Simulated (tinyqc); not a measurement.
Electron mobility of a polar semiconductor by Rode's iterative solution of the Boltzmann equation: one step, computed by the program tinyqc. Command: `OMP_NUM_THREADS=1 python tinyqc.py 3031058 3031059 out.jsonl rode walk`. One thread of a shared host (Intel(R) Xeon(R) Processor @ 2.30GHz), about 0.01 s of CPU time with the checks.

The distribution is f(E) + e F l(E) (-df/dE) cos(theta) for a weak field F, theta counted from the force; l(E) is a mean free path. Elastic processes enter by their momentum rate, polar optical phonons by out- and in-scattering terms. One valley only: where upper valleys lie close, measured mobilities are lower. The density n is prescribed, even where a narrow-gap material would have more intrinsic carriers.

Problem. Rates on one ladder of the grid. Parabolic band: E = hbar^2 k^2/(2 m), speed v = hbar k/m, states per spin, volume and energy g(E) = m k/(2 pi^2 hbar^2). Masses are multiplied by m_0 and all formulas are in SI units. Phonon occupation N_q = 1/(exp(hbar w/(k_B T)) - 1). Acoustic deformation potential (elastic, equipartition, absorption and emission together): 1/tau = 2 pi k_B T D_A^2 g(E)/(hbar rho v_l^2). Piezoelectric (elastic, unscreened, momentum relaxation): 1/tau = e^2 K^2 k_B T m (1 + 2 alpha E)/(2 pi eps_s eps_0 hbar^3 k), with alpha = 0 for a parabolic band. Singly charged impurities, momentum relaxation: 1/tau = N_I e^4 m (1 + 2 alpha E) Phi/(8 pi (eps_s eps_0)^2 hbar^3 k^3), with alpha = 0 for a parabolic band. Brooks-Herring: Phi = ln(1 + b) - b/(1 + b), b = 4 k^2 L_s^2. Polar optical, unscreened: W = e^2 w (1/eps_inf - 1/eps_s) m (1 + 2 alpha E') ln|(k + k')/(k - k')| / (4 pi eps_0 hbar^2 k), times N_q for absorption (E' = E + hbar w) and N_q + 1 for emission (E' = E - hbar w > 0), with alpha = 0 for a parabolic band; mean cosine of the angle <cos> = (k^2 + k'^2)/(2 k k') - 1/ln|(k + k')/(k - k')|. Energy grid E_j = (j + 1/2) hbar w/s, j = 0, 1, ..., up to (max(eta, 0) + 18) k_B T, so that E_j +/- hbar w are grid points; l = 0 beyond the grid; integrals are sums times the spacing. With f' = f(E'): out-scattering S_o = sum over absorption and emission of W (1 - f')/(1 - f); nu = sum of elastic rates; the in-scattering weights are c+ = W_abs <cos> (1 - f')/(1 - f) for E' = E + hbar w and c- likewise for emission.

Inputs (values chosen for the exercise, for a model polar semiconductor):
```
quantity                             value    unit
effective mass m                      0.11     m_0
static permittivity eps_s             8.85       -
high-frequency permittivity eps_inf   5.13       -
density rho                           6200  kg/m^3
sound velocity v_l                    7850     m/s
acoustic deformation potential D_A     9.8      eV
optical phonon energy hbar w          44.1     meV
piezoelectric coupling K             0.097       -
temperature T                          250       K
grid points per phonon energy s          6       -
```

Band: parabolic. Elastic processes: acoustic, piezoelectric, impurity.

reduced Fermi level eta = -6.874133

ionised impurity density N_I = 1.429254e+15 1/cm^3

screening length L_s = 120.9930 nm

Constants: k_B = 8.617333262e-05 eV/K; k_B = 1.380649e-23 J/K; e = 1.602176634e-19 C; hbar = 1.054571817e-34 J s; m_0 = 9.1093837015e-31 kg; eps_0 = 8.8541878128e-12 F/m; hbar = 6.582119569e-16 eV s.

Give: Points j = s/2, s/2 + s, ... (the first seven rungs, or as many as the grid holds), rates in 1e12/s.

Solution.

Points j = s/2, s/2 + s, ... (the first seven rungs, or as many as the grid holds), rates in 1e12/s:
```
E (meV)    v (m/s)      nu    S_o     c+     c-
25.725   2.868e+05  0.8860   8.74  3.648   0.00
69.825   4.725e+05  0.6424  49.02  4.405  17.14
113.925  6.036e+05  0.6241  55.50  4.541  26.71
158.025  7.109e+05  0.6389  55.60  4.535  29.86
202.125  8.040e+05  0.6631  54.51  4.484  31.06
246.225  8.874e+05  0.6907  53.18  4.417  31.46
290.325  9.635e+05  0.7192  51.84  4.345  31.50
```

Points one phonon energy apart are coupled only to each other, so the grid falls into s independent ladders.
